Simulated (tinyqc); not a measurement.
Rayleigh-quotient iteration on a symmetric matrix, step by step. Computed by tinyqc, a small Python program that keeps every step. Settings: method = rayleigh, shift = 1.28. Command: `OMP_NUM_THREADS=1 python tinyqc.py 29444 29445 out.jsonl` (the two numbers bound the seeds that draw the settings). One thread of a shared host (Intel(R) Xeon(R) Processor @ 2.60GHz), about 0.01 s of CPU time with the checks.

## Step 1

A:
```
         1        2        3        4        5        6
1   0.5940   0.1720  -0.5040   0.3660  -0.5960  -0.1000
2   0.1720   1.9420   0.0190  -0.2200  -0.1690   0.3540
3  -0.5040   0.0190   1.9700  -0.1300  -0.3580  -0.2330
4   0.3660  -0.2200  -0.1300   2.2400   0.0340  -0.0140
5  -0.5960  -0.1690  -0.3580   0.0340   2.4300  -0.2240
6  -0.1000   0.3540  -0.2330  -0.0140  -0.2240   2.5230
```

vector v at the start: 0.4082  0.4082  0.4082  0.4082  0.4082  0.4082

shift = 1.2800

solve (A - shift) w = v; v' = w/|w| with its largest component positive (the first on a tie); lambda = v'^T A v'; the next shift is lambda.

vector after step 1: -0.3418  0.6322  0.3310  0.5604  0.2265  0.0925

Rayleigh quotient after step 1 = 1.6360

## Step 2

As before.

vector after step 2: -0.0277  0.7614  0.3757  0.4298  0.2803  -0.1224

Rayleigh quotient after step 2 = 1.7079

## Step 3

As before.

vector after step 3: -0.0067  0.8080  0.3057  0.3902  0.2581  -0.1864

Rayleigh quotient after step 3 = 1.7057

## Course of the iteration

Stop when the residual |A v - lambda v| is below 1e-9.

Steps:

| step | lambda | residual |
|---|---|---|
| 1 | 1.635994 | 4.59e-01 |
| 2 | 1.707934 | 3.31e-02 |
| 3 | 1.705745 | 2.57e-04 |
| 4 | 1.705744 | 4.90e-10 |

all eigenvalues, for comparison: 0.1377  1.7057  1.8883  2.4672  2.5781  2.9220

Converged in 4 steps.
